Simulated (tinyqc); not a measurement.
What each parameter does: three-band tight binding of a dichalcogenide monolayer.

Basis dz2, dxy, dx2-y2 on a triangular lattice, nearest neighbours; alpha = kx a/2, beta = sqrt3 ky a/2. h0 = e1 + 2 t0 (cos 2alpha + 2 cos alpha cos beta); h1 = -2 sqrt3 t2 sin alpha sin beta + 2i t1 (sin 2alpha + sin alpha cos beta); h2 = 2 t2 (cos 2alpha - cos alpha cos beta) + 2i sqrt3 t1 cos alpha sin beta; h11 = e2 + 2 t11 cos 2alpha + (t11 + 3 t22) cos alpha cos beta; h22 = e2 + 2 t22 cos 2alpha + (3 t11 + t22) cos alpha cos beta; h12 = sqrt3 (t22 - t11) sin alpha sin beta + 4i t12 sin alpha (cos alpha - cos beta) + i lam sz. H = [[h0, h1, h2], [., h11, h12], [., ., h22]], Hermitian; the lowest band of each spin is filled. K = (4 pi/3a, 0), M = (pi/a, pi/(sqrt3 a)).

Constants: hbar^2/2m0 = 3.80998211 eV angstrom^2.

Values chosen for the exercise (near a published set for monolayer MoS2; not measured data):
- a = 3.186 angstrom (lattice constant)
- e1 = 1.045 eV (level of dz2)
- e2 = 2.112 eV (level of dxy and dx2-y2)
- t0 = -0.181 eV (hopping)
- t1 = 0.394 eV (hopping)
- t2 = 0.507 eV (hopping)
- t11 = 0.218 eV (hopping)
- t12 = 0.338 eV (hopping)
- t22 = 0.057 eV (hopping)
- lam = 0.073 eV (spin-orbit constant)

Spin up: gap at K, Ev(K) - Ev(Gamma), and masses at K by central differences along kx with step 0.002 1/angstrom, c = hbar^2/2m0.

Results for these values:

| case | gap at K (eV) | K - Gamma (eV) | m_c (m0) | m_v (m0) |
|---|---|---|---|---|
| base | 1.5718 | 0.0572 | 0.429 | 0.597 |

What happens to each result for t12 = 0.368 eV, all else kept?

Answer: gap at K rises from 1.5718 to 1.7277; K - Gamma falls from 0.0572 to -0.0987; m_c rises from 0.429 to 0.479; m_v rises from 0.597 to 0.775.

The same for each parameter in turn:

| case | gap at K (eV) | K - Gamma (eV) | m_c (m0) | m_v (m0) |
|---|---|---|---|---|
| base | 1.5718 | 0.0572 | 0.429 | 0.597 |
| t12 = 0.368 eV | 1.7277 | -0.0987 | 0.479 | 0.775 |
| t0 = -0.211 eV | 1.6618 | 0.2372 | 0.480 | 0.663 |
| lam = 0.043 eV | 1.6018 | 0.0272 | 0.438 | 0.618 |
| t1 = 0.364 eV | 1.5718 | 0.0572 | 0.468 | 0.653 |
| e1 = 1.075 eV | 1.6018 | 0.0272 | 0.441 | 0.618 |
| t22 = 0.027 eV | 1.5268 | 0.1022 | 0.411 | 0.552 |

t1 couples dz2 to the other orbitals and vanishes at K and Gamma, so only the masses feel it.

Computed by tinyqc, a small Python program: `OMP_NUM_THREADS=1 python tinyqc.py 1480739 1480740 out.jsonl` (the numbers bound the seed that draws the inputs); one thread of a shared host (Intel(R) Xeon(R) Processor @ 2.30GHz), about 0.02 s for the whole set of steps.
